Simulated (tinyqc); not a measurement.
Electron-beam lithography: double-Gaussian proximity function, edge placement and dose correction for parallel lines: one step, computed by the program tinyqc.

Lines are infinitely long. Absorbed energy is counted so that the middle of a very large area written at dose 1 receives 1; the resist develops where it exceeds 1/2.

Problem. Dose to size and latitude. A test line of width w << beta in surroundings of density rho, all at dose d: near its edge E(x) = d [S + eta rho]/(1 + eta), S = [erf((b - x)/alpha) - erf((a - x)/alpha)]/2 for edges a and b, the second term being the background energy. Dose to size d_s = (1 + eta)/(erf(w/alpha) + 2 eta rho), dose = d_s D0; edge slope d [1 - exp(-w^2/alpha^2)]/(sqrt(pi) alpha (1 + eta)); width change per 1 % of dose = 2 x 0.01 x (1/2)/slope.

Inputs (values chosen for the exercise, of the order of those for 20 keV electrons in resist on silicon):
```
quantity                              value               unit
forward range alpha                   0.011         micrometre
backscatter ratio eta                   1.1                  -
base dose D0                            840  microcoulomb/cm^2
width of the test line                 0.15         micrometre
pattern density around the test line   0.79                  -
```

Give: dose to size d_s; dose; edge slope; width change per 1 % of dose; background energy.

Solution.

dose to size d_s = 0.76698

dose = 644.27 microcoulomb/cm^2

edge slope = 0.018733 1/nm

width change per 1 % of dose = 0.53383 nm

background energy = 0.31738

The background supplies 63 % of the threshold.
